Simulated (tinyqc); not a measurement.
What each parameter does: k.p values derived from sp3s* tight binding at Gamma.

At Gamma the states are two-level mixtures: s-like S+ (upper) and S- (lower) from [[Esa, Vss], [Vss, Esc]], p-like P- (valence) and P+ from [[Epa, Vxx], [Vxx, Epc]], and the bare s* levels. With real k in 1/angstrom and kz = 0, the phase sums over the four bonds are g0 = 1 - (a k/4)^2/2, g1 = i a kx/4, g3 = -(a/4)^2 kx ky to second order. Each mixture is written (anion, cation) with the anion part positive. c = hbar^2/2m0. No spin-orbit coupling.

Recipe: P = (a/4)(sa pc Vsapc + sc pa Vscpa) between an s and a p state ((a/4) pc Vxapc and (a/4) pa Vpaxc for s*), Ep = P^2/c for S+ to P-; m0/m = [-(a/4)^2 sa sc Vss + sum P^2/(E(S+) - E(P))]/c; L = d0 + F, M = d0 + H1, N = dN + F + H1 with d0 = -(a/4)^2 pa pc Vxx, dN = -2 (a/4)^2 pa pc Vxy, F = sum P^2/(E(P-) - E(s)) over the four s-like states, H1 = Q^2/(E(P-) - E(P+)), Q = (a/4) Vxy (pa p'c - pc p'a); g1 = -(L + 2M)/(3c), g2 = -(L - M)/(6c), g3 = -N/(6c).

Constants: hbar^2/2m0 = 3.80998211 eV angstrom^2.

Inputs chosen for the exercise (near a published set for InAs, fitted to gaps, whose masses and valley positions are rough; shifted at random, so the results belong to these values and not to a real crystal):
```
symbol  value   unit      meaning
a       6.06    angstrom  lattice constant
Esa     -9.529  eV        s level of the anion
Epa     0.906   eV        p level of the anion
Esc     -2.724  eV        s level of the cation
Epc     3.727   eV        p level of the cation
Exa     7.437   eV        s* level of the anion
Exc     6.769   eV        s* level of the cation
Vss     -5.614  eV        s-s
Vxx     1.836   eV        px-px
Vxy     4.488   eV        px-py
Vsapc   3.026   eV        s anion, p cation
Vscpa   5.419   eV        s cation, p anion
Vxapc   3.36    eV        s* anion, p cation
Vpaxc   3.926   eV        p anion, s* cation
```

The recipe applied anew. Each row changes one parameter from the base and keeps the others.

Results:
```
case               EG (eV)  Ep (eV)  m (m0)      g1     g2     g3
base                0.4369   14.415  0.0318  12.711  5.265  5.781
Vsapc = 2.876 eV    0.4369   14.224  0.0322  12.563  5.191  5.707
Vxx = 1.686 eV      0.3198   14.501  0.0228  16.977  7.303  7.877
Esc = -2.874 eV     0.3233   14.379  0.0233  16.537  7.178  7.694
Vpaxc = 4.076 eV    0.4369   14.415  0.0318  12.740  5.279  5.795
a = 6.11 angstrom   0.4369   14.654  0.0313  12.922  5.352  5.877
Vxy = 4.338 eV      0.4369   14.415  0.0318  12.597  5.293  5.764
Vxapc = 3.51 eV     0.4369   14.415  0.0318  12.717  5.267  5.784
```

The largest shifts from the base row, up to three for each result and ties (the steps differ in size, so this ranks the rows, not the parameters). EG (eV): Vxx -0.1170, Esc -0.1136; unchanged at the printed digits by Vsapc, Vpaxc, a, Vxy and Vxapc. Ep (eV): a +0.239, Vsapc -0.191, Vxx +0.086; unchanged at the printed digits by Vpaxc, Vxy and Vxapc. m (m0): Vxx -0.0090, Esc -0.0085, a -0.0005, Vsapc +0.0005; unchanged at the printed digits by Vpaxc, Vxy and Vxapc. g1: Vxx +4.265, Esc +3.826, a +0.211. g2: Vxx +2.038, Esc +1.913, a +0.087. g3: Vxx +2.096, Esc +1.913, a +0.096. Vpaxc and Vxapc act through the s* states, which enter F alone and leave EG, Ep and m.

(tinyqc, `OMP_NUM_THREADS=1 python tinyqc.py 1452545 1452546 out.jsonl`, Intel(R) Xeon(R) Processor @ 2.30GHz, 1 thread, shared host, about 0.01 s.)
